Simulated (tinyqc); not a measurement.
Worked calculation (part 2 of 2): RHF in the 6-31g basis, for H4, spin multiplicity 1. Computed by tinyqc, a small Python program that keeps every step (integrals from PySCF). Command: `OMP_NUM_THREADS=1 python tinyqc.py 25261 25262 out.jsonl` (the two numbers bound the seeds that draw the settings). One thread of a shared host (Intel(R) Xeon(R) Processor @ 2.60GHz), about 0.04 s of CPU time with the checks.

Geometry (angstrom):

| atom | x | y | z |
|---|---|---|---|
| H | 0.000000 | 0.000000 | 0.000000 |
| H | 0.000000 | 0.000000 | 0.893000 |
| H | 0.000000 | 0.000000 | 2.028000 |
| H | 0.000000 | 0.000000 | 2.922000 |

## Iteration 1: diagonalisation and new density

Fock matrix F (hartree), lower triangle:
```
           1H 1s      1H 2s      2H 1s      2H 2s      3H 1s      3H 2s      4H 1s      4H 2s
1H 1s   0.127032
1H 2s  -0.367462  -0.214074
2H 1s  -0.446867  -0.406197   0.131717
2H 2s  -0.381171  -0.275218  -0.427213  -0.286855
3H 1s  -0.028873  -0.110367  -0.229098  -0.269592   0.131992
3H 2s  -0.145915  -0.163315  -0.269627  -0.232363  -0.427096  -0.286901
4H 1s   0.030084  -0.010082  -0.028802  -0.145747  -0.446410  -0.380931   0.127166
4H 2s  -0.010035  -0.055411  -0.110245  -0.163252  -0.405951  -0.275276  -0.367294  -0.214128
```

X, lower triangle:
```
           1H 1s      1H 2s      2H 1s      2H 2s      3H 1s      3H 2s      4H 1s     4H 2s
1H 1s   1.270072
1H 2s  -0.474679   2.046737
2H 1s  -0.095868   0.120232   1.290690
2H 2s  -0.031817  -1.418719  -0.646006   3.350142
3H 1s  -0.000222   0.007804  -0.015410   0.088217   1.290584
3H 2s   0.116394   0.593689   0.088159  -1.852231  -0.645939   3.347567
4H 1s  -0.012891  -0.041706  -0.000264   0.116315  -0.095351  -0.031831   1.269941
4H 2s  -0.041726  -0.184000   0.007852   0.593336   0.120001  -1.416503  -0.474731  2.045043
```

Diagonalise F' = X^T F X, C = X C', fill 2 alpha and 2 beta electrons from the bottom; D = 2 C_occ C_occ^T. Each column has its largest component positive (the first on a tie).

F' = X^T F X (hartree), lower triangle:
```
           1          2          3          4          5          6          7         8
1   0.670476
2  -0.509632   0.300969
3  -0.392899  -0.061323   0.764897
4  -0.177388  -0.186524  -0.669031   0.585235
5   0.058403   0.017360  -0.133005  -0.063880   0.764735
6   0.070971  -0.060481  -0.063925  -0.225834  -0.669127   0.584876
7  -0.007168  -0.003171   0.058258   0.070982  -0.391901  -0.177430   0.669964
8  -0.003147   0.039418   0.017456  -0.060499  -0.061455  -0.186442  -0.509545  0.300679
```

orbital energies (hartree): MO1 -0.514688, MO2 -0.369062, MO3 0.218405, MO4 0.399873, MO5 0.900718, MO6 1.095678, MO7 1.389890, MO8 1.521018

coefficients C:
```
            MO1        MO2        MO3        MO4        MO5        MO6        MO7        MO8
1H 1s  0.192024  -0.259986   0.111118   0.115740   0.729193  -0.862027   0.591570   0.330276
1H 2s  0.126998  -0.214980   0.991590  -1.789944  -0.590262   0.096193  -0.925273  -1.168974
2H 1s  0.243896  -0.195543  -0.132353   0.140267   0.408731  -0.201415  -0.855355  -1.020170
2H 2s  0.207745  -0.358320  -0.700156   2.619115  -0.275416   1.458081   0.993830   2.597611
3H 1s  0.243682   0.195566  -0.132848  -0.139854   0.408184   0.199779  -0.862295   1.014645
3H 2s  0.207784   0.358555  -0.704847  -2.615577  -0.271671  -1.455002   1.013283  -2.590003
4H 1s  0.191781   0.260026   0.111126  -0.115745   0.730268   0.862827   0.591634  -0.325158
4H 2s  0.126972   0.215292   0.994357   1.785280  -0.592690  -0.098832  -0.932069   1.160998
```

D after iteration 1, lower triangle:
```
           1H 1s      1H 2s      2H 1s      2H 2s     3H 1s     3H 2s     4H 1s     4H 2s
1H 1s   0.208932
1H 2s   0.160557   0.124690
2H 1s   0.195344   0.146024   0.195444
2H 2s   0.266101   0.206830   0.241470   0.343103
3H 1s  -0.008103  -0.022191   0.042383  -0.038902  0.195254
3H 2s  -0.106640  -0.101388  -0.038870  -0.170622  0.241509  0.343471
4H 1s  -0.061554  -0.063089  -0.008143  -0.106662  0.195172  0.266166  0.208788
4H 2s  -0.063183  -0.060316  -0.022262  -0.101531  0.146089  0.207154  0.160665  0.124945
```

## Iteration 2: building the Fock matrix

core Hamiltonian H = T + V (hartree), lower triangle:
```
           1H 1s      1H 2s      2H 1s      2H 2s      3H 1s      3H 2s      4H 1s      4H 2s
1H 1s  -1.289453
1H 2s  -1.152354  -1.329136
2H 1s  -0.774663  -0.957744  -1.574274
2H 2s  -0.880049  -1.214463  -1.338167  -1.574544
3H 1s  -0.028937  -0.236493  -0.468937  -0.777872  -1.573767
3H 2s  -0.231484  -0.543726  -0.777962  -1.147206  -1.337896  -1.574408
4H 1s  -0.000296  -0.036214  -0.028817  -0.231015  -0.772962  -0.879093  -1.288689
4H 2s  -0.036224  -0.171023  -0.236100  -0.543100  -0.956788  -1.213713  -1.151913  -1.328749
```

nuclear repulsion = 2.35358335 hartree

Given earlier and not repeated: Two-electron integrals (ij|kl) in chemists' order.

J_ij = sum D_kl (ij|kl), K_ij = sum D_kl (ik|jl); F = H + J - 0.5 K; E = tr D H + tr D J / 2 - 0.25 tr D K + E_nn.

Coulomb J (hartree), lower triangle:
```
          1H 1s     1H 2s     2H 1s     2H 2s     3H 1s     3H 2s     4H 1s     4H 2s
1H 1s  1.836943
1H 2s  1.115671  1.411981
2H 1s  0.656595  0.869678  2.078665
2H 2s  0.803437  1.227827  1.271691  1.617685
3H 1s  0.012347  0.184016  0.353364  0.693259  2.078234
3H 2s  0.177229  0.498217  0.693335  1.134656  1.271499  1.617610
4H 1s  0.000076  0.022972  0.012287  0.176848  0.654895  0.802551  1.836289
4H 2s  0.022978  0.140663  0.183678  0.497603  0.868797  1.227070  1.115325  1.411682
```

exchange K (hartree), lower triangle:
```
           1H 1s     1H 2s     2H 1s     2H 2s     3H 1s     3H 2s     4H 1s     4H 2s
1H 1s   0.998472
1H 2s   0.837314  0.814317
2H 1s   0.714918  0.767846  1.019864
2H 2s   0.740435  0.795409  0.886194  0.930802
3H 1s   0.054890  0.164456  0.277024  0.475619  1.019031
3H 2s   0.233285  0.344784  0.475783  0.643198  0.885740  0.930688
4H 1s  -0.042827  0.013095  0.054722  0.232941  0.713781  0.739802  0.997703
4H 2s   0.013052  0.090801  0.164215  0.344464  0.767182  0.795107  0.836890  0.814167
```

Fock matrix F (hartree), lower triangle:
```
           1H 1s      1H 2s      2H 1s      2H 2s      3H 1s      3H 2s      4H 1s      4H 2s
1H 1s   0.048254
1H 2s  -0.455339  -0.324313
2H 1s  -0.475527  -0.471989  -0.005541
2H 2s  -0.446829  -0.384341  -0.509573  -0.422260
3H 1s  -0.044035  -0.134705  -0.254085  -0.322423  -0.005049
3H 2s  -0.170897  -0.217901  -0.322519  -0.334149  -0.509267  -0.422142
4H 1s   0.021193  -0.019790  -0.043891  -0.170638  -0.474957  -0.446443   0.048748
4H 2s  -0.019772  -0.075760  -0.134530  -0.217729  -0.471582  -0.384197  -0.455032  -0.324151
```

total energy of this density = -2.20096626 hartree

## Iteration 2: diagonalisation and new density

As before.

F' = X^T F X (hartree), lower triangle:
```
           1          2          3          4          5          6          7         8
1   0.625330
2  -0.557522   0.266091
3  -0.368910  -0.086919   0.610124
4  -0.187864  -0.227456  -0.635742   0.481841
5   0.047499   0.015565  -0.129093  -0.073443   0.610136
6   0.073803  -0.057010  -0.073509  -0.252206  -0.635726   0.481643
7  -0.013017  -0.005691   0.047412   0.073865  -0.368002  -0.187910   0.625302
8  -0.005674   0.038634   0.015684  -0.056986  -0.087028  -0.227391  -0.557532  0.266024
```

orbital energies (hartree): MO1 -0.653214, MO2 -0.471743, MO3 0.158580, MO4 0.388813, MO5 0.845958, MO6 1.067154, MO7 1.276238, MO8 1.354706

coefficients C:
```
            MO1        MO2        MO3        MO4        MO5        MO6        MO7        MO8
1H 1s  0.182008  -0.246005   0.152814   0.063185   0.619474  -0.846034  -0.700244   0.391415
1H 2s  0.139126  -0.231066   0.945283  -1.715917  -0.455956   0.085838   1.039538  -1.274052
2H 1s  0.242821  -0.194713  -0.141656   0.188360   0.552519  -0.273299   0.768353  -0.996074
2H 2s  0.205549  -0.354305  -0.683928   2.532822  -0.416539   1.515160  -0.955044   2.650777
3H 1s  0.242384   0.195000  -0.141994  -0.188091   0.551879   0.273652   0.777654   0.988889
3H 2s  0.205135   0.354759  -0.684647  -2.530308  -0.410329  -1.514017  -0.981216  -2.640633
4H 1s  0.181488   0.246228   0.152864  -0.062980   0.618651   0.847833  -0.702662  -0.384029
4H 2s  0.138882   0.231563   0.945513   1.712586  -0.457984  -0.088584   1.050879   1.262680
```

D after iteration 2, lower triangle:
```
           1H 1s      1H 2s      2H 1s      2H 2s     3H 1s     3H 2s     4H 1s     4H 2s
1H 1s   0.187290
1H 2s   0.164331   0.145495
2H 1s   0.184192   0.157549   0.193751
2H 2s   0.249145   0.220930   0.237799   0.335565
3H 1s  -0.007710  -0.022672   0.041774  -0.038536  0.193550
3H 2s  -0.099872  -0.106866  -0.038530  -0.167055  0.237799  0.335868
4H 1s  -0.055082  -0.063290  -0.007749  -0.099870  0.184008  0.249162  0.187132
4H 2s  -0.063376  -0.068369  -0.022730  -0.106994  0.157635  0.221277  0.164445  0.145819
```

## Iteration 7 (converged): orbitals

converged F (hartree), lower triangle:
```
           1H 1s      1H 2s      2H 1s      2H 2s      3H 1s      3H 2s      4H 1s      4H 2s
1H 1s   0.044781
1H 2s  -0.458217  -0.331175
2H 1s  -0.474555  -0.474974  -0.010623
2H 2s  -0.447841  -0.389601  -0.513137  -0.427619
3H 1s  -0.043881  -0.135170  -0.254595  -0.324146  -0.010123
3H 2s  -0.170765  -0.219650  -0.324245  -0.337475  -0.512824  -0.427497
4H 1s   0.020684  -0.019783  -0.043736  -0.170501  -0.473976  -0.447448   0.045277
4H 2s  -0.019766  -0.076069  -0.134995  -0.219475  -0.474563  -0.389454  -0.457909  -0.331016
```

As before.

F' = X^T F X (hartree), lower triangle:
```
           1          2          3          4          5          6          7         8
1   0.621249
2  -0.557407   0.259507
3  -0.365506  -0.088452   0.604729
4  -0.186539  -0.229634  -0.636140   0.478439
5   0.047345   0.015614  -0.128548  -0.073368   0.604747
6   0.073896  -0.056922  -0.073436  -0.251885  -0.636117   0.478246
7  -0.013632  -0.005671   0.047258   0.073959  -0.364596  -0.186580   0.621227
8  -0.005654   0.038908   0.015733  -0.056897  -0.088561  -0.229572  -0.557420  0.259435
```

orbital energies (hartree): MO1 -0.657693, MO2 -0.476683, MO3 0.153749, MO4 0.385160, MO5 0.842237, MO6 1.061702, MO7 1.270336, MO8 1.348769

coefficients C:
```
            MO1        MO2        MO3        MO4        MO5        MO6        MO7        MO8
1H 1s  0.180161  -0.243757   0.154230   0.061462   0.621561  -0.849314  -0.698618   0.385850
1H 2s  0.142453  -0.235301   0.942897  -1.712721  -0.458836   0.096843   1.040037  -1.276745
2H 1s  0.242698  -0.194336  -0.143213   0.190311   0.550997  -0.267256   0.769222  -0.997396
2H 2s  0.204196  -0.351237  -0.682477   2.530571  -0.413362   1.492013  -0.957744   2.666420
3H 1s  0.242252   0.194628  -0.143553  -0.190044   0.550363   0.267604   0.778457   0.990263
3H 2s  0.203755   0.351686  -0.683166  -2.528067  -0.407142  -1.490866  -0.983865  -2.656315
4H 1s  0.179635   0.243980   0.154280  -0.061251   0.620722   0.851124  -0.700942  -0.378528
4H 2s  0.142211   0.235822   0.943097   1.709395  -0.460858  -0.099598   1.051298   1.265434
```

D after iteration 7, lower triangle:
```
           1H 1s      1H 2s      2H 1s      2H 2s     3H 1s     3H 2s     4H 1s     4H 2s
1H 1s   0.183751
1H 2s   0.166042   0.151319
2H 1s   0.182191   0.160601   0.193337
2H 2s   0.244809   0.223470   0.235632   0.330127
3H 1s  -0.007595  -0.022573   0.041942  -0.037788  0.193133
3H 2s  -0.098034  -0.107453  -0.037789  -0.163839  0.235617  0.330399
4H 1s  -0.054217  -0.063638  -0.007634  -0.098028  0.182005  0.244812  0.183589
4H 2s  -0.063725  -0.070462  -0.022629  -0.107581  0.160697  0.223823  0.166164  0.151672
```

## Convergence

Stop when the energy changes by less than 1e-08 hartree and every element of the error matrix X^T (F D S - S D F) X is below 3e-05.

Course of the cycle:

| iteration | E (hartree) | change | largest element of the error matrix |
|---|---|---|---|
| 1 | -1.93522201 | - | 3.48e-01 |
| 2 | -2.20096626 | -2.66e-01 | 2.96e-02 |
| 3 | -2.20231362 | -1.35e-03 | 4.51e-03 |
| 4 | -2.20234718 | -3.36e-05 | 7.60e-04 |
| 5 | -2.20234816 | -9.88e-07 | 1.33e-04 |
| 6 | -2.20234820 | -3.43e-08 | 2.41e-05 |
| 7 | -2.20234820 | -1.39e-09 | 5.10e-06 |

PySCF RHF in the same basis = -2.20234820 hartree

Converged in 7 iterations.

## Populations, bond orders and dipole

overlap S, lower triangle:
```
          1H 1s     1H 2s     2H 1s     2H 2s     3H 1s     3H 2s     4H 1s     4H 2s
1H 1s  1.000000
1H 2s  0.658292  1.000000
2H 1s  0.328253  0.452752  1.000000
2H 2s  0.452752  0.794821  0.658292  1.000000
3H 1s  0.006142  0.095937  0.176329  0.359677  1.000000
3H 2s  0.095937  0.305947  0.359677  0.690067  0.658292  1.000000
4H 1s  0.000038  0.012205  0.006113  0.095756  0.327497  0.452373  1.000000
4H 2s  0.012205  0.085547  0.095756  0.305589  0.452373  0.794412  0.658292  1.000000
```

Mulliken: Z minus the diagonal of D S on the atom; Loewdin: the same with S^(1/2) D S^(1/2); Mayer order: 2 sum_s sum (D(s) S)_ij (D(s) S)_ji over the two atoms.

Charges (e):

| atom | Mulliken | Loewdin |
|---|---|---|
| 1H | 0.077425 | -0.009641 |
| 2H | -0.077344 | 0.009690 |
| 3H | -0.077257 | 0.009764 |
| 4H | 0.077175 | -0.009812 |

Mayer bond orders:

| pair | order |
|---|---|
| 2-1 | 0.983575 |
| 3-1 | -0.040497 |
| 3-2 | 0.003842 |
| 4-1 | 0.045902 |
| 4-2 | -0.040514 |
| 4-3 | 0.983638 |

dipole moment about the origin, x y z (debye): 0.000000  0.000000  -0.001164
